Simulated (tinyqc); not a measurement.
Surface Green function of a chain with one s and one p orbital a site, Sancho-Rubio decimation: densities of states against energy.

A semi-infinite lead of cells 0, 1, 2, ... with H0 inside a cell and H1 = <cell i|H|cell i + 1>. H1 = [[-vss, vsp], [-vsp, vpp]]. z = E + i eta.

Start with e_s = e = H0, a = H1, b = H1^dagger. Each round: g = (z - e)^(-1); e_s <- e_s + a g b; e <- e + a g b + b g a; a <- a g a; b <- b g b (all with the old a, b). Round k joins cells 2^k apart. Stop when the largest entry of the matrices a and b is below 1e-12 eV; g_s = (z - e_s)^(-1), bulk (z - e)^(-1), density of states -Im Tr/pi. Here eta = 0.01 eV. Open modes are the crossings of E with the bands of H0 + H1 exp(ik) + H1^dagger exp(-ik) for 0 < k < pi.

H0 (eV):

|  | s | p |
|---|---|---|
| s | -2.13 | 0 |
| p | 0 | 1.86 |

H1 (eV):

|  | s | p |
|---|---|---|
| s | -1 | 1.01 |
| p | -1.01 | 1.13 |

Densities of states against energy:

| E (eV) | open modes | rounds | surface (1/eV) | bulk (1/eV) |
|---|---|---|---|---|
| -4.54 | 0 | 5 | 0.001781 | 0.004391 |
| -3.72 | 1 | 12 | 0.2975 | 0.3637 |
| -2.89 | 1 | 12 | 0.3365 | 0.2266 |
| -2.07 | 1 | 13 | 0.2637 | 0.1901 |
| -1.24 | 1 | 13 | 0.1844 | 0.1743 |
| -0.42 | 1 | 12 | 0.07887 | 0.3109 |
| 0.41 | 1 | 13 | 0.1551 | 0.1646 |
| 1.23 | 1 | 13 | 0.2027 | 0.1645 |
| 2.06 | 1 | 13 | 0.2630 | 0.1751 |
| 2.88 | 1 | 13 | 0.2978 | 0.2049 |
| 3.71 | 1 | 12 | 0.2357 | 0.3253 |
| 4.53 | 0 | 6 | 0.001492 | 0.003941 |

What does the comparison show?

The bands of the infinite lead run over -4.13 to -0.400, -0.130 to 4.12 eV. The rounds lie between 5 and 13, 5.5 on average outside the bands and 12.6 inside. The surface density of states is largest at E = -2.89 eV among the rows (0.337 1/eV, bulk 0.227).

Program tinyqc, `OMP_NUM_THREADS=1 python tinyqc.py 2680040 2680041 out.jsonl`; Intel Xeon 2.30GHz, shared host, one thread, about 0.05 s.
